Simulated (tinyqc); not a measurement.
RHF in the sto-6g basis, for BeH2, spin multiplicity 1, step by step (part 2 of 2). Computed by tinyqc, a small Python program that keeps every step (integrals from PySCF). Command: `OMP_NUM_THREADS=1 python tinyqc.py 25991 25992 out.jsonl` (the two numbers bound the seeds that draw the settings). One thread of a shared host (Intel(R) Xeon(R) Processor @ 2.60GHz), about 0.1 s of CPU time with the checks.

Geometry (angstrom):
```
atom        x         y        z
Be    0.00000   0.00000  0.00000
H     0.00000   1.42900  0.11700
H     0.00000  -1.42900  0.11700
```

## Convergence

Stop when the energy changes by less than 1e-08 hartree and every element of the error matrix X^T (F D S - S D F) X is below 3e-05.

Course of the cycle:
```
iteration  E (hartree)     change  largest element of the error matrix
1          -15.5192254          -                             4.07e-01
2          -15.6811427  -1.62e-01                             1.79e-01
3          -15.7059059  -2.48e-02                             5.23e-02
4          -15.7091137  -3.21e-03                             9.45e-03
5          -15.7092399  -1.26e-04                             1.85e-03
6          -15.7092456  -5.71e-06                             3.24e-04
7          -15.7092458  -2.54e-07                             8.58e-05
8          -15.7092458  -1.36e-08                             2.01e-05
9          -15.7092458  -6.52e-10                             4.73e-06
```

PySCF RHF in the same basis = -15.7092458 hartree

Converged in 9 iterations.

## Populations, bond orders and dipole

D after iteration 9, lower triangle:
```
           1Be 1s   1Be 2s  1Be 2px   1Be 2py  1Be 2pz     2H 1s    3H 1s
1Be 1s    2.06492
1Be 2s   -0.19533  0.65660
1Be 2px   0.00000  0.00000  0.00000
1Be 2py   0.00000  0.00000  0.00000   0.49562
1Be 2pz  -0.00815  0.02178  0.00000   0.00000  0.00072
2H 1s    -0.16922  0.45375  0.00000   0.41613  0.01508   0.66354
3H 1s    -0.16922  0.45375  0.00000  -0.41613  0.01508  -0.03524  0.66354
```

overlap S, lower triangle:
```
          1Be 1s   1Be 2s  1Be 2px   1Be 2py  1Be 2pz    2H 1s    3H 1s
1Be 1s   1.00000
1Be 2s   0.25476  1.00000
1Be 2px  0.00000  0.00000  1.00000
1Be 2py  0.00000  0.00000  0.00000   1.00000
1Be 2pz  0.00000  0.00000  0.00000   0.00000  1.00000
2H 1s    0.05856  0.42347  0.00000   0.49573  0.04059  1.00000
3H 1s    0.05856  0.42347  0.00000  -0.49573  0.04059  0.02797  1.00000
```

Mulliken: Z minus the diagonal of D S on the atom; Loewdin: the same with S^(1/2) D S^(1/2); Mayer order: 2 sum_s sum (D(s) S)_ij (D(s) S)_ji over the two atoms.

Charges (e):
```
atom  Mulliken   Loewdin
1Be    0.10339   0.08345
2H    -0.05169  -0.04172
3H    -0.05169  -0.04172
```

Mayer bond orders:
```
pair    order
2-1   0.99572
3-1   0.99572
3-2   0.00161
```

dipole moment about the origin, x y z (debye): 0.00000  0.00000  -0.38024
